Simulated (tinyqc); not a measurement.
Phonon transmission through an interface between two chains by Green functions: one step, computed by the program tinyqc.

Two semi-infinite chains (masses m_1, m_2; springs k_1, k_2), motion along the chain. The central region holds the end atom of each chain, joined by springs k_b. lambda = omega^2 in eV/(angstrom^2 u); nu = 15.6333042 THz x sqrt(lambda).

Question. Self-energies and the matrix at the probe frequency. In chain i, sin(q_i a/2) = nu/nu_max,i. An outgoing wave makes the next atom move as exp(i q_i a) times the end atom, so the lead adds the self-energy Sigma_i = -k_i exp(i q_i a) to the force-constant matrix; Gamma_i = -2 Im Sigma_i = 2 k_i sin(q_i a). A = lambda M - K - Sigma over the central atoms, with K_ii the sum of the springs at i, K_(i,i+1) = -k_b; G = inverse of A; transmission = Gamma_1 Gamma_2 |G_(first,last)|^2.

Inputs (values chosen for the exercise, for two model chains):
```
quantity             value           unit
mass m_1              28.3              u
spring k_1            3.39  eV/angstrom^2
mass m_2                26              u
spring k_2            2.68  eV/angstrom^2
junction spring k_b  0.639  eV/angstrom^2
```

Atoms in the interlayer: none.

probe frequency = 4.818399 THz

band top of chain 1 = 10.82150 THz

band top of chain 2 = 10.03833 THz

Constants: nu for 1 eV/(angstrom^2 u) = 15.6333042 THz.

Give: q_1 a; q_2 a; Gamma_1; Gamma_2; A (complex symmetric).

Answer.

q_1 a = 0.9229 rad

q_2 a = 1.001 rad

Gamma_1 = 5.406 eV/angstrom^2

Gamma_2 = 4.514 eV/angstrom^2

A (complex symmetric) (eV/angstrom^2):
```
              end of 1      end of 2
end of 1  0.705+2.703i         0.639
end of 2         0.639  0.596+2.257i
```
